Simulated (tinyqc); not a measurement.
Inside a calculation. Model: ion implantation: universal nuclear stopping, Lindhard-Scharff electronic stopping and a Gaussian range profile. Computed by tinyqc, a small Python program that keeps every step. Command: `OMP_NUM_THREADS=1 python tinyqc.py 3000435 3000436 out.jsonl implant walk`. One thread of a shared host (Intel(R) Xeon(R) Processor @ 2.30GHz), about 0.07 s of CPU time with the checks. Intermediate numbers are printed to about 7 digits and carried at full precision; extremes and crossings named in words are read from the listed rows.

An ion slows by elastic collisions with screened nuclei and by friction with electrons; channelling is ignored and the target is uniform.

Inputs (values chosen for the exercise, modelled on phosphorus ions in aluminium):
```
quantity                                 value    unit
ion atomic number Z1                        15       -
ion mass M1                                 31       u
target atomic number Z2                     13       -
target mass M2                           26.98       u
target density N                          60.2  1/nm^3
ion energy E                               4.6     keV
scale factor of electronic stopping k      1.4       -
dose Q                                 1.2e+15  1/cm^2
background C_B                         1.2e+16  1/cm^3
displacement energy E_d                     25      eV
fraction allowed through the mask         0.01       -
```

Follow-up: mask.

## Stopping at the entry energy

Reduced energy eps = 32.53 M2 E/(Z1 Z2 (M1 + M2)(Z1^0.23 + Z2^0.23)), E in keV; s_n = ln(1 + 1.1383 eps)/(2 (eps + 0.01321 eps^0.21226 + 0.19593 eps^0.5)) for eps up to 30 and ln(eps)/(2 eps) above; S_n = 8.462 Z1 Z2 M1 s_n/((M1 + M2)(Z1^0.23 + Z2^0.23)) in 1e-15 eV cm^2. S_e = k 3.83 Z1^(7/6) Z2/(Z1^(2/3) + Z2^(2/3))^(3/2) sqrt(E/M1) in 1e-15 eV cm^2, E in keV. dE/dx = N (S_n + S_e); 1e-15 eV cm^2 = 0.1 eV nm^2.

reduced energy eps = 0.09734827

s_n = 0.3155188

S_n = 75.88808 x 1e-15 eV cm^2

S_e = 15.98717 x 1e-15 eV cm^2

energy loss dE/dx = 553.0890 eV/nm

Nuclear stopping carries 83 % of the loss at entry.

## Range and straggle

Path length R = int_0^E dE'/(N (S_n + S_e)); energy lost to nuclei nu = int_0^E S_n/(S_n + S_e) dE' (both with E' = E y^3 and 64 Gauss-Legendre points in y). Estimates of Lindhard type: R_p = R/(1 + M2/(3 M1)), straggle dR_p = (2/3) R_p sqrt(M1 M2)/(M1 + M2).

path length R = 12.91209 nm

projected range R_p = 10.00854 nm

straggle dR_p = 3.328151 nm

energy lost to nuclei nu = 3.934854 keV

86 % of the energy goes to nuclei over the whole path.

## Gaussian profile

C(x) = C_p exp(-(x - R_p)^2/(2 dR_p^2)) with C_p = Q/(sqrt(2 pi) dR_p), 1 nm = 1e-7 cm; the profile falls to the background at x_j = R_p + dR_p sqrt(2 ln(C_p/C_B)); the peak atomic fraction is C_p/N.

peak concentration C_p = 1.438428e+21 1/cm^3

Depth x_j where C falls to C_B = 26.10397 nm

peak atomic fraction = 0.02389416

## Damage

Kinchin-Pease count with efficiency 0.8: N_d = 0.8 nu/(2 E_d), taking all of nu as damage energy (an upper estimate, as recoils also lose energy to electrons). Spread over a depth R_p + dR_p, displacements per atom = Q N_d/(N (R_p + dR_p)).

displacements per ion N_d = 62.95767

displacements per atom = 0.9409906

One displacement per atom would need a dose of 1.3e15 per cm^2 if no defects annealed. Caution: above a few tenths of a displacement per atom cascades overlap, so the count overstates new damage; heavy ions turn silicon and germanium amorphous at such levels, while light ions such as boron and metal targets anneal much of the damage.

## Mask thickness

For a mask that stops like the target, the fraction beyond d is (1/2) erfc((d - R_p)/(sqrt2 dR_p)); solve for d.

number of straggles beyond R_p = 2.326348

mask thickness d = 17.75098 nm

## Nuclear against electronic stopping over energy

The formulas are those given above.

Stopping (1e-15 eV cm^2) and range:
```
E (keV)           eps       S_n       S_e    R (nm)       nu/E
1        2.116267e-02  51.58559    7.4541    5.2798  0.8838337
2        4.232533e-02  63.30683   10.5416    7.7609  0.8744848
5        1.058133e-01  76.94509   16.6678   13.6284  0.8528875
10       2.116267e-01  83.38945   23.5718   21.8442  0.8263287
20       4.232533e-01  84.19021   33.3356   36.5403  0.7863936
50       1.058133e+00  74.67399   52.7081   76.9325  0.7023962
100      2.116267e+00  61.02589   74.5406  140.0533  0.6074853
200      4.232533e+00  45.50683  105.4163  256.1366  0.4872241
500      1.058133e+01  27.47856  166.6778  545.5873  0.3172112
```

Nuclear stopping peaks near 20 keV among these rows (eps = 0.42; the universal curve peaks near 0.3). Electronic stopping overtakes it between 50 and 100 keV. The path length grows as E^0.56 at the low end and E^0.83 at the high end; constant stopping would give E^1, and stopping that rises with E, be it nuclear (below its peak) or electronic, gives a lower exponent.

Checks made by the program: range against adaptive quadrature (relative difference 5e-06).
